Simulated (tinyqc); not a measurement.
# Read current of a NAND string, cells in series solved by shooting: two studies

Cells in series, numbered from 0 at the source line (0 V) to the bit line, each followed by a gap resistance Rg. A cell with gate Vg, threshold VT, source Vs and drain Vd passes I = 2 nf K Vt^2 [F(Vs) - F(Vd)]/(1 + th max(Vg - VT, 0)), F(V) = ln^2(1 + exp((Vg - VT - nf V)/(2 nf Vt))). The selected cell has Vg = Vr, the others Vg = Vp.

Values chosen for this exercise; values of the order met in vertical NAND strings:
```
symbol  value    unit                                 meaning
T         358       K                             temperature
K          25  uA/V^2                   gain factor of a cell
nf        2.1                                    slope factor
th       0.15     1/V               mobility reduction factor
Rg        1.9    kohm     resistance of the gap between cells
Vbl       0.5       V                        bit-line voltage
Vp        6.7       V                            pass voltage
Ve       -0.8       V             threshold of an erased cell
Vh        4.1       V          threshold of the highest state
Vx        1.4       V          threshold of the selected cell
Is         50      nA                         sensing current
Vr       2.37       V  read voltage on the selected word line
```

Constants: q = 1.602176634e-19 C, kB = 1.380649e-23 J/K, Vt = kB T/q. Results are converted to the units shown.

Each table varies one quantity; the others keep the values above.

## Read current against the number of cells

For a trial current I start at 0 V and, cell by cell, solve for the drain: sqrt(F(Vd)) = sqrt(F(Vs) - I/k), k = 2 nf K Vt^2/(1 + th max(Vg - VT, 0)), Vd = [Vg - VT - 2 nf Vt ln(exp(sqrt F) - 1)]/nf, then add I Rg. The string current is the I for which the last node reaches Vbl. The apparent threshold is the Vr at which I = Is. Background: all other cells erased (VT = Ve) or all in the highest state (VT = Vh); ratio and shift are high over erased and high minus erased. The selected cell is in the middle, cell n/2.

Read current against the number of cells:
columns A: n; B: I, others erased (uA); C: I, others high (uA); D: ratio; E: apparent VT, erased (V); F: apparent VT, high (V); G: background shift (mV)
```
A         B        C       D      E      F      G
8     2.380    1.632  0.6859  1.409  1.414  4.295
16    1.564   0.9405  0.6013  1.415  1.424  8.620
32   0.9211   0.5055  0.5488  1.426  1.444  17.37
64   0.5039   0.2621  0.5203  1.449  1.484  35.24
96   0.3466   0.1769  0.5104  1.472  1.525  53.66
128  0.2641   0.1335  0.5055  1.494  1.567  72.66
192  0.1789  0.08953  0.5005  1.540  1.653  112.6
```

Read the table: what changes, and by how much?

With erased neighbours the current falls from 2.38 to 0.179 uA, as n^(-0.61) between the first two rows and n^(-0.96) between the last two (-1 once the series resistance rules). The ratio falls from 0.686 to 0.500 and the background shift rises from 4.29 to 113 mV.

## Effect of the read voltage on the selected word line

Same model as above.

The string has 64 cells and the selected one is cell 32.

The same in every row: apparent VT, erased (V) = 1.449; apparent VT, high (V) = 1.484; background shift (mV) = 35.24.

Effect of the read voltage on the selected word line:
```
Vr (V)  I, others erased (uA)  I, others high (uA)   ratio
1.1                  8.758e-4             8.684e-4  0.9915
1.5                   0.07052              0.05466  0.7751
1.9                    0.3138               0.2018  0.6432
2.3                    0.4944               0.2600  0.5259
2.7                    0.5260               0.2672  0.5080
3.1                    0.5366               0.2697  0.5027
3.5                    0.5419               0.2710  0.5001
3.9                    0.5452               0.2718  0.4986
```

What does the comparison show?

As Vr goes from 1.1 to 3.9 V, the current with erased neighbours rises from 8.76e-4 to 0.545 uA, that with high neighbours rises from 8.68e-4 to 0.272 uA and the ratio falls from 0.991 to 0.499. The apparent thresholds do not depend on Vr.

Computed by the program tinyqc: `OMP_NUM_THREADS=1 python tinyqc.py 2142276 2142277 out.jsonl`, one thread of a shared Intel Xeon 2.30GHz, about 0.7 s for the whole run.
